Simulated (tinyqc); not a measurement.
# One-dimensional ballistic tunnel FET, two-band WKB: effect of the source degeneracy

A p-type source for x < 0 with its Fermi level at 0 and its valence edge at ds; in the channel the bands fall as D exp(-x/lam) towards their flat values, with the conduction edge at Ec = ds - dP and D = dP + Eg. The gate moves dP one to one. The drain Fermi level lies at -Vd and the drain side reflects nothing. For w = E - Ec between 0 and dP an electron crosses the gap. Two-band dispersion with equal masses m: inside the gap kappa = sqrt(m u (1 - u/Eg)/C), u the distance from a band edge, C = hbar^2/(2 m0).

S(w) = 2 lam int_0^Eg kappa(u) du/(w + Eg - u) = 2 pi lam sqrt(m/(C Eg)) [w + Eg/2 - sqrt(w (w + Eg))], T(w) = exp(-S). I = g (2 q^2/h) int_0^dP T(w) [f(E) - f(E + Vd)] dw, E = ds - dP + w, f(x) = 1/(1 + exp(x/Vt)). Swing = d(dP)/d(log10 I).

Values chosen for this exercise; band and dielectric values close to those of indium arsenide: temperature T = 350 K; band gap Eg = 0.357 eV; band-edge mass of the two-band model m = 0.026 m0; screening length of the source junction lam = 4 nm; drain bias Vd = 0.2 V; number of degenerate subbands (spin apart) g = 1; tunnelling window Ev(source) - Ec(channel) dP = 0.24 eV.

Constants: q = 1.602176634e-19 C, kB = 1.380649e-23 J/K, hbar = 1.054571817e-34 J s, h = 6.62607015e-34 J s, m0 = 9.1093837015e-31 kg, Vt = kB T/q, hbar^2/(2 m0) = 0.0380998212 eV nm^2. Results are converted to the units shown.

Effect of the source degeneracy:
```
ds (eV),I (uA),swing (mV/decade)
-0.05,1.821,365.4
0,1.838,303.7
0.05,1.435,240.1
0.1,0.8865,183.9
0.15,0.4397,137.1
0.2,0.1662,100.9
0.25,0.04550,79.47
0.3,0.009780,71.61
```

I goes from 1.82 through a maximum of 1.84 (at ds = 0 eV among the rows listed) to 0.00978 uA, and the swing falls from 365 to 71.6 mV/decade. Once ds exceeds dP = 0.24 eV the whole window lies above the source Fermi level, in its thermal tail, and I falls with ds. The screening length is held fixed, though doping would change it. In every row S at w = dP is below 2, where a WKB prefactor of 1 is a rough guess.

Program tinyqc, `OMP_NUM_THREADS=1 python tinyqc.py 2620098 2620099 out.jsonl`; Intel Xeon 2.30GHz, shared host, one thread, about 0.01 s.
